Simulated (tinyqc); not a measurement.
# Gap and mass from two generation rates

Inverse problem. In the two-band model the band-to-band tunnelling rate in a uniform field is G = A F^2 exp(-B/F), with B = pi sqrt(m/C) Eg^1.5/4 (V/nm), A = 1e21 (2 q/h) m Eg/(16 pi C B) for G in cm^-3 s^-1 and F in V/nm, C = hbar^2/(2 m0). Find B, A, Eg and m.

Constants: q = 1.602176634e-19 C, hbar = 1.054571817e-34 J s, h = 6.62607015e-34 J s, m0 = 9.1093837015e-31 kg, hbar^2/(2 m0) = 0.0380998212 eV nm^2. Results are converted to the units shown.

G at F = 0.014 and 0.026 V/nm (cm^-3 s^-1): [6.9470954e26, 1.1642880e29]

Answer. The slope of ln(G/F^2) against 1/F is -B and the intercept gives A. The product A B fixes m Eg, and B = (pi/4) Eg sqrt(m Eg/C) then gives Eg.

B = 0.1178 V/nm
A = 1.599e34 cm^-3 s^-1 (V/nm)^-2
Eg = 0.3390 eV
m = 0.02200 m0

Computed by the program tinyqc: `OMP_NUM_THREADS=1 python tinyqc.py 2620092 2620093 out.jsonl`, one thread of a shared Intel Xeon 2.30GHz, about 0.01 s for the whole run.
